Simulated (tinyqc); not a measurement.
On-chip power grid, static voltage drop by conjugate gradients: one step of the calculation.

A grid of 4 rows and 3 columns, node k = 3 row + column. Neighbours in a row are joined by Rx, in a column by Ry; pad nodes, which reach the supply through Rp: 0, 11. Each node draws I0, node 5 draws kh I0. The drops u = Vdd - V solve G u = i, with G the conductance matrix (1/Rp added on the diagonal at pad nodes).

Task. Conjugate-gradient step. q = G p; with z = r/G_kk: a = (r.z)/(p.q); u(new) = u + a p; r(new) = r - a q; b = (r.z)(new)/(r.z); p(new) = z(new) + b p.

Parameters, values chosen for the exercise:
```
symbol  value  unit                                   meaning
Rx       0.33   ohm        resistance of a horizontal segment
Ry       0.31   ohm          resistance of a vertical segment
Rp       0.49   ohm  resistance from a pad node to the supply
```

u after iteration 2 (mV):

|  | col 0 | col 1 | col 2 |
|---|---|---|---|
| row 0 | 1.0343436 | 1.2218255 | 3.7585552 |
| row 1 | 1.1065472 | 2.0965170 | 4.4406723 |
| row 2 | 1.1904167 | 0.9754459 | 2.6813408 |
| row 3 | 1.3717586 | 1.2218255 | 1.0343436 |

r after iteration 2 (mA):

|  | col 0 | col 1 | col 2 |
|---|---|---|---|
| row 0 | 0.190137 | 11.440518 | -3.986682 |
| row 1 | 4.537540 | -0.834351 | -2.979141 |
| row 2 | 1.163000 | 11.731937 | -3.307010 |
| row 3 | 0.460683 | 0.591443 | 5.270116 |

p after iteration 2 (mV):

|  | col 0 | col 1 | col 2 |
|---|---|---|---|
| row 0 | 0.5392864 | 1.8975877 | 1.6853711 |
| row 1 | 1.0686307 | 1.2436937 | 1.3792013 |
| row 2 | 0.7702891 | 1.4787446 | 1.3219250 |
| row 3 | 0.7584531 | 0.7293135 | 1.1515589 |

Find: q; a; u after iteration 3; r after iteration 3; b; p after iteration 3.

Result.

q (mA):

|  | col 0 | col 1 | col 2 |
|---|---|---|---|
| row 0 | -4.723 | 6.868 | 0.345 |
| row 1 | 2.139 | -2.748 | -0.392 |
| row 2 | -3.071 | 5.798 | -0.110 |
| row 3 | 0.050 | -3.785 | 3.080 |

a = 2.182

u after iteration 3 (mV):

|  | col 0 | col 1 | col 2 |
|---|---|---|---|
| row 0 | 2.211 | 5.361 | 7.435 |
| row 1 | 3.438 | 4.810 | 7.449 |
| row 2 | 2.871 | 4.201 | 5.565 |
| row 3 | 3.026 | 2.813 | 3.546 |

r after iteration 3 (mA):

|  | col 0 | col 1 | col 2 |
|---|---|---|---|
| row 0 | 10.49 | -3.54 | -4.74 |
| row 1 | -0.13 | 5.16 | -2.12 |
| row 2 | 7.86 | -0.92 | -3.07 |
| row 3 | 0.35 | 8.85 | -1.45 |

b = 1.045

p after iteration 3 (mV):

|  | col 0 | col 1 | col 2 |
|---|---|---|---|
| row 0 | 1.828 | 1.601 | 1.003 |
| row 1 | 1.103 | 1.712 | 1.217 |
| row 2 | 1.634 | 1.471 | 1.057 |
| row 3 | 0.848 | 1.715 | 1.028 |

tinyqc, about 0.1 s, one thread, Intel Xeon 2.30GHz (shared host): `OMP_NUM_THREADS=1 python tinyqc.py 2770212 2770213 out.jsonl`
